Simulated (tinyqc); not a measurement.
On-chip power grid, static voltage drop by conjugate gradients: one step of the calculation.

A grid of 4 rows and 4 columns, node k = 4 row + column. Neighbours in a row are joined by Rx, in a column by Ry; pad nodes, which reach the supply through Rp: 0, 15. Each node draws I0, node 3 draws kh I0. The drops u = Vdd - V solve G u = i, with G the conductance matrix (1/Rp added on the diagonal at pad nodes).

Question. Diagonal of G, loads and first direction. G_kk = sum of the conductances at node k. Start u = 0, so the residual is r = i; z = r/G_kk (Jacobi preconditioner), p = z.

Parameters, values chosen for the exercise:
- Rx = 0.54 ohm (resistance of a horizontal segment)
- Ry = 0.82 ohm (resistance of a vertical segment)
- Rp = 0.14 ohm (resistance from a pad node to the supply)
- I0 = 7.5 mA (load current of an ordinary node)
- kh = 1 (factor on the load at the hot node)

Wanted: G_kk; r at the start; p at the start.

Answer.

G_kk (S):
```
       col 0  col 1  col 2  col 3
row 0  10.21  4.923  4.923  3.071
row 1  4.291  6.143  6.143  4.291
row 2  4.291  6.143  6.143  4.291
row 3  3.071  4.923  4.923  10.21
```

r at the start (mA):
```
       col 0  col 1  col 2  col 3
row 0  7.500  7.500  7.500  7.500
row 1  7.500  7.500  7.500  7.500
row 2  7.500  7.500  7.500  7.500
row 3  7.500  7.500  7.500  7.500
```

p at the start (mV):
```
        col 0  col 1  col 2   col 3
row 0  0.7343  1.523  1.523   2.442
row 1   1.748  1.221  1.221   1.748
row 2   1.748  1.221  1.221   1.748
row 3   2.442  1.523  1.523  0.7343
```

Numbers from tinyqc (`OMP_NUM_THREADS=1 python tinyqc.py 2770103 2770104 out.jsonl`; about 0.3 s on one thread of a shared Intel Xeon 2.30GHz).
